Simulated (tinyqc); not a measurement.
What moves the count of states: density of states of one tight-binding band of a chain.

E(k) = -2 t cos(2 pi k) - 2 t2 cos(4 pi k); k in fractions of the reciprocal vectors, mesh k_i = j/N with j = 0 .. N-1. Densities are per cell and per spin, so the band holds one state.

Each interval of the mesh is a segment with E linear in k: n = (E - e1)/(e2 - e1), g = 1/(e2 - e1) between its end values.

Gaussian broadening: g(E) = mean over the mesh of exp(-(E - E_k)^2/(2 sigma^2))/(sigma sqrt(2 pi)), n(E) = mean of erfc((E_k - E)/(sigma sqrt 2))/2.

Values chosen for the exercise:
```
symbol  value  unit  meaning
t       1.14   eV    nearest hopping
t2      -0.2   eV    second hopping
E       0.03   eV    energy at which the density is wanted
sigma   0.114  eV    Gaussian width
```

Linear method and Gaussian sum with N = 400.

One parameter was then changed.

Results before and after:
```
case     n linear  g linear (1/eV)  n Gaussian  g Gaussian (1/eV)
base       0.5568           0.1260      0.5567             0.1264
changed    0.5521           0.1165      0.5520             0.1167
```

Which of these changes was made? (a) sigma = 0.228 eV; (b) t = 1.254 eV; (c) t2 = -0.143 eV; (d) E = 0.144 eV.

Answer: (b) t = 1.254 eV. Of the candidates, run in turn, only this one gives the changed row.

All candidates:
```
case              n linear  g linear (1/eV)  n Gaussian  g Gaussian (1/eV)
base                0.5568           0.1260      0.5567             0.1264
t = 1.254 eV        0.5521           0.1165      0.5520             0.1167
E = 0.144 eV        0.5711           0.1237      0.5709             0.1241
sigma = 0.228 eV    0.5568           0.1260      0.5562             0.1272
t2 = -0.143 eV      0.5428           0.1320      0.5427             0.1322
```

Run: tinyqc, `OMP_NUM_THREADS=1 python tinyqc.py 1682316 1682317 out.jsonl`; Intel(R) Xeon(R) Processor @ 2.30GHz, one thread, shared host; about 0.01 s of CPU time with all checks.
